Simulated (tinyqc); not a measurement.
Charge-trap memory cell: one step of the calculation.

Channel, tunnel oxide, storage layer, blocking layer, gate. N electrons per area sit in a sheet at the centroid and shift the threshold by U = (q/eps0) N (tb/eb + xc tn/en). EOT = t1 + 3.9 (tn/en + tb/eb); tunnel field F = (Vg - U)/EOT; dN/dt = eta (J/q)(1 - N/Nm). Fowler-Nordheim: J = A F^2 exp(-B/F), A = q^2/(16 pi^2 hbar mo phi) (times 1e14 for A/cm^2 with F in V/nm, emitter mass m0), B = (4/3) sqrt(mo/C) phi^1.5, C = hbar^2/(2 m0).

Problem. Constants of the stack. EOT, the shift for 1e12 electrons per cm^2, the shift with all traps full, and the starting field, current and rate.

Inputs (values chosen for the exercise); oxide values close to those of silicon dioxide, storage layer close to silicon nitride, blocking layer close to silicon dioxide: tunnel barrier phi = 3.04 eV; tunnelling mass mo = 0.41 m0; tunnel oxide (permittivity 3.9) t1 = 4.1 nm; storage layer tn = 6.2 nm; its relative permittivity en = 7.1; blocking layer tb = 7.1 nm; its relative permittivity eb = 3.9; charge centroid, share of tn counted from the blocking side xc = 0.36; capture efficiency of an empty layer eta = 0.47; trap density Nm = 2.2e13 cm^-2; gate voltage less flat band and surface potential Vg = 16.1 V.

Constants: q = 1.602176634e-19 C, hbar = 1.054571817e-34 J s, m0 = 9.1093837015e-31 kg, eps0 = 8.8541878128e-14 F/cm where lengths are in cm, hbar^2/(2 m0) = 0.0380998212 eV nm^2. Results are converted to the units shown.

Find: EOT; shift for 1e12 cm^-2; shift with all traps full; F(0); J(0); dN/dt at the start.

Solution.

EOT = 14.61 nm
shift for 1e12 cm^-2 = 0.3863 V
shift with all traps full = 8.499 V
F(0) = 1.102 V/nm
J(0) = 0.1104 A/cm^2
dN/dt at the start = 3.238e17 cm^-2 s^-1

Range of the model: The Fowler-Nordheim form needs F t1 above phi; trap-assisted paths and leakage through the blocking layer are left out.

tinyqc, about 0.03 s, one thread, Intel Xeon 2.30GHz (shared host): `OMP_NUM_THREADS=1 python tinyqc.py 2130012 2130013 out.jsonl`
